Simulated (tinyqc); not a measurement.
# Trap density and scattering coefficient from 1/f noise

Problem. f S = K0 (1 + ac mu Cox I/gm)^2 with K0 = q^2 Vt lt Nt/(W L Cox^2), Vt in eV and Nt per eV. Find K0, Nt and ac.

Parameters, values chosen for the exercise:
- T = 325 K (temperature)
- L = 130 nm (gate length)
- W = 5 um (total gate width)
- Cox = 2.01 uF/cm^2 (gate capacitance)
- mu = 150 cm^2/(V s) (mobility)
- lt = 0.1 nm (tunnelling length into the oxide)

Constants: q = 1.602176634e-19 C, kB = 1.380649e-23 J/K, Vt = kB T/q. Results are converted to the units shown.

I/gm at two biases (V): 0.0356947029  0.193329802
f S at these biases (V^2): 1.11874042e-10  1.22642238e-10

Solution. sqrt(f S) is linear in I/gm: the intercept is sqrt(K0), and slope over intercept is ac mu Cox.

K0 = 1.095e-10 V^2
Nt = 4.000e17 cm^-3 eV^-1
ac = 1000 V s/C

Numbers from tinyqc (`OMP_NUM_THREADS=1 python tinyqc.py 2150063 2150064 out.jsonl`; about 0.01 s on one thread of a shared Intel Xeon 2.30GHz).
